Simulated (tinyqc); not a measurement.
Inside a calculation. Method: empirical pseudopotential in a few plane waves. One step of it, computed by the program tinyqc.

Problem. Levels at k. Diagonalise the Hermitian matrix.

H(k) at k (eV), lower triangle:
```
           +0+0+0     -1-1-1     -1-1+1     -1+1-1     -1+1+1     +1-1-1     +1-1+1     +1+1-1
+0+0+0   2.029967
-1-1-1   1.856791   4.389921
-1-1+1  -1.856791   0.000000   9.598095
-1+1-1  -1.856791   0.000000   0.054423  11.876671
-1+1+1  -1.856791  -0.054423   0.000000   0.000000  17.084845
+1-1-1  -1.856791   0.000000   0.054423   0.054423   0.000000  11.388404
+1-1+1  -1.856791  -0.054423   0.000000   0.000000   0.054423   0.000000  16.596578
+1+1-1  -1.856791  -0.054423   0.000000   0.000000   0.054423   0.000000   0.054423  18.875154
+1+1+1   1.856791   0.000000  -0.054423  -0.054423   0.000000  -0.054423   0.000000   0.000000
-2+0+0   0.000000  -1.856791  -1.856791  -1.856791   1.856791   0.346344  -0.346344  -0.346344
+0-2+0   0.000000  -1.856791  -1.856791   0.346344  -0.346344  -1.856791   1.856791  -0.346344
+0+0-2   0.000000  -1.856791   0.346344  -1.856791  -0.346344  -1.856791  -0.346344   1.856791
+0+0+2   0.000000  -0.346344   1.856791  -0.346344  -1.856791  -0.346344  -1.856791   0.346344
+0+2+0   0.000000  -0.346344  -0.346344   1.856791  -1.856791  -0.346344   0.346344  -1.856791
+2+0+0   0.000000  -0.346344  -0.346344  -0.346344   0.346344   1.856791  -1.856791  -1.856791

           +1+1+1     -2+0+0     +0-2+0     +0+0-2     +0+0+2     +0+2+0     +2+0+0
+1+1+1  24.083328
-2+0+0  -0.346344  11.307027
+0-2+0  -0.346344   0.054423  10.818760
+0+0-2  -0.346344   0.054423   0.054423  13.097337
+0+0+2  -1.856791  -0.054423  -0.054423   0.000000  23.513684
+0+2+0  -1.856791  -0.054423   0.000000  -0.054423   0.054423  25.792260
+2+0+0  -1.856791   0.000000  -0.054423  -0.054423   0.054423   0.054423  25.303994
```

Give: eigenvalues.

Solution.

eigenvalues (eV): -0.348  3.319  7.998  8.513  10.004  12.744  12.962  15.779  16.360  17.084  18.595  22.518  25.166  26.377  28.685
